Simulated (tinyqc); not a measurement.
Penn model of the dielectric constant and Phillips ionicity, step by step. Values are carried at full precision from step to step, so a last printed digit may differ when a step is redone from the rounded ones.

n = 32/a^3; Ep^2 = 8 pi c e2 n with c = hbar^2/2m0, e2 = e^2/(4 pi eps0); EF = c (3 pi^2 n)^(2/3); eps = 1 + (Ep/Eg)^2 S with S = 1 - Eg/(4 EF) + (Eg/(4 EF))^2/3, Eg the Penn gap. Core d shells are left out.

Constants: hbar^2/2m0 = 3.80998211 eV angstrom^2; e^2/(4 pi eps0) = 14.39964547 eV angstrom.

Inputs chosen for the exercise (out of a larger set: near those of Si; not measured data): a = 5.457 angstrom (cubic lattice constant, 32 valence electrons a cell); ei = 11.89 (high-frequency dielectric constant).

## Valence electron gas

Evaluate n, Ep and EF.

n = 0.19692 1/angstrom^3
Ep = 16.478 eV
EF = 12.342 eV

## Penn gap from the dielectric constant

Start with S = 1 and repeat Eg = Ep sqrt(S/(ei - 1)) until Eg changes by less than 1e-6 eV.

Iterations:
```
step  Eg in (eV)       S  Eg out (eV)
1         4.9933  0.9023       4.7430
2         4.7430  0.9070       4.7555
3         4.7555  0.9068       4.7548
4         4.7548  0.9068       4.7549
5         4.7549  0.9068       4.7549
6         4.7549  0.9068       4.7549
```

Penn gap Eg = 4.755 eV

The factor S lowers the gap by 0.238 eV from the first estimate. The Penn gap is a mean bonding-antibonding separation, near the main peak of eps2, not the smallest gap.

## Homopolar and ionic parts

Phillips: bond length d = sqrt(3) a/4; homopolar gap Eh = 39.74 d^(-2.48) eV (d in angstrom); Eg^2 = Eh^2 + C^2; ionicity fi = C^2/Eg^2.

Split the gap; where Eg is below Eh or within 3 % of it, C is taken as zero.

d = 2.3630 angstrom
Eh = 4.710 eV
C = 0.00 eV
fi = 0.000

Eg/Eh = 1.009: the bond is covalent within the accuracy of the rule.

## Checks

- Penn gap by iteration against bisection (eV): both 4.755.

tinyqc: `OMP_NUM_THREADS=1 python tinyqc.py 1681542 1681543 out.jsonl`; about 0.01 s, one thread, shared Intel(R) Xeon(R) Processor @ 2.30GHz.
